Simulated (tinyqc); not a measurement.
Hot carriers by balance equations with a heated Maxwellian: one step, computed by the program tinyqc. Command: `OMP_NUM_THREADS=1 python tinyqc.py 3006542 3006543 out.jsonl hot walk`. One thread of a shared host (Intel(R) Xeon(R) Processor @ 2.30GHz), about 0.02 s of CPU time with the checks.

The carriers follow a Maxwellian at an electron temperature T_e, slightly displaced; the drift energy is neglected against k_B T_e. The balance averages the rate, not the time, so mu_0 lies below the relaxation-time value.

Question. Equilibrium values. Parabolic band: E = hbar^2 k^2/(2 m), speed v = hbar k/m, states per spin, volume and energy g(E) = m k/(2 pi^2 hbar^2). Masses are multiplied by m_0 and all formulas are in SI units. Phonon occupation N_q = 1/(exp(hbar w/(k_B T)) - 1). Acoustic deformation potential (elastic, equipartition, absorption and emission together): 1/tau = 2 pi k_B T D_A^2 g(E)/(hbar rho v_l^2). Optical or intervalley deformation potential: 1/tau = (pi Z_f D_o^2/(rho w)) [N_q g(E + hbar w) + (N_q + 1) g(E - hbar w)], with g = 0 below the band edge. Averages over the Maxwellian, <y> = int y x^(1/2) exp(-x) dx / int x^(1/2) exp(-x) dx with x = E/(k_B T_e), split at x_0 = hbar w/(k_B T_e): 64 Gauss-Legendre points in sqrt(x) below it and 128 in sqrt(x - x_0) above it, up to x = 32. Momentum balance: mu(T_e) = e/(m nu), nu = <x (sum of rates)>/<x>. Power lost per carrier: P(T_e) = hbar w <emission rate - absorption rate> + <(2 m v_l^2/(k_B T)) (E - 2 k_B T) acoustic rate>. Energy relaxation time at weak heating: tau_E = (3/2) k_B / (dP/dT_e), the derivative by a central difference of +/- 0.5 K at T_e = T.

Inputs (values chosen for the exercise, modelled on electrons in silicon):
```
quantity                                          value       unit
effective mass m                                  0.323        m_0
density rho                                        2329     kg/m^3
sound velocity v_l                                 9130        m/s
acoustic deformation potential D_A                  9.7         eV
phonon energy hbar w                               60.7        meV
optical or intervalley deformation potential D_o    4.3  1e8 eV/cm
final valleys Z_f                                     5          -
lattice temperature T                               300          K
```

Band: parabolic. Solver: damped fixed point.

Constants: k_B = 8.617333262e-05 eV/K; k_B = 1.380649e-23 J/K; e = 1.602176634e-19 C; hbar = 1.054571817e-34 J s; m_0 = 9.1093837015e-31 kg; hbar = 6.582119569e-16 eV s.

Give: low-field mobility mu_0; energy relaxation time tau_E.

Answer.

low-field mobility mu_0 = 1184 cm^2/(V s)

energy relaxation time tau_E = 0.5969 ps

tau_E is 2.74 times the momentum relaxation time m mu_0/e: energy is lost more slowly than direction, which is why carriers heat.
